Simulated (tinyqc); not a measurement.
Strained Delta valleys, repopulation and conductivity mass: effect of the temperature.

A cubic crystal with three pairs of conduction valleys along x, y and z under uniaxial stress X along [110] (X > 0 is tension); current along [110]. Non-degenerate electrons, fixed total density, one relaxation time for all valleys and stresses, masses unchanged by strain, so the mobility goes as the mean inverse mass.

Stress s_ij = X a_i a_j with a the unit vector along [110]; strain e_ii = s11 s_ii + s12 (s_jj + s_kk), e_ij = s44 s_ij/2. Valley shift dE = Xu (n.e.n - trace(e)/3) with n the valley axis; share f proportional to exp(-dE/Vt). Inverse mass along the current d = [110]: (n.d)^2/ml + (1 - (n.d)^2)/mt; mu/mu0 = sum f (1/m) over the plain mean of 1/m. pi is the small-stress slope -d(mu/mu0)/dX; each row is against the unstrained crystal at the same T.

Values chosen for this exercise; values close to those of silicon:
- s11 = 7.73 1/TPa (compliance)
- s12 = -2.11 1/TPa (compliance)
- s44 = 12.2 1/TPa (compliance)
- Xu = 9.06 eV (shear deformation potential)
- ml = 0.952 m0 (longitudinal mass)
- mt = 0.184 m0 (transverse mass)
- X = -230 MPa (uniaxial stress (tension positive))

Constants: q = 1.602176634e-19 C, kB = 1.380649e-23 J/K, Vt = kB T/q. Results are converted to the units shown.

Result of one run:
```
splitting/Vt  mu/mu0  pi (1e-11 1/Pa)
0.4957        0.9449           -26.43
```

Which temperature T gave this result: 120, 180, 240, 380 or 460 K?

T = 240 K.

The whole series:
```
T (K)  splitting/Vt  mu/mu0  pi (1e-11 1/Pa)
77            1.545  0.8693           -82.36
120          0.9914  0.9024           -52.85
180          0.6610  0.9293           -35.23
240          0.4957  0.9449           -26.43
300          0.3966  0.9549           -21.14
380          0.3131  0.9638           -16.69
460          0.2586  0.9698           -13.79
```

The ratio mu/mu0 rises from 0.869 to 0.970, and pi goes as 1/T, from -82.4 to -13.8.

Range of the model: Shear strain also changes the transverse masses of these valleys, which is left out.

tinyqc, about 0.01 s, one thread, Intel Xeon 2.30GHz (shared host): `OMP_NUM_THREADS=1 python tinyqc.py 2530013 2530014 out.jsonl`
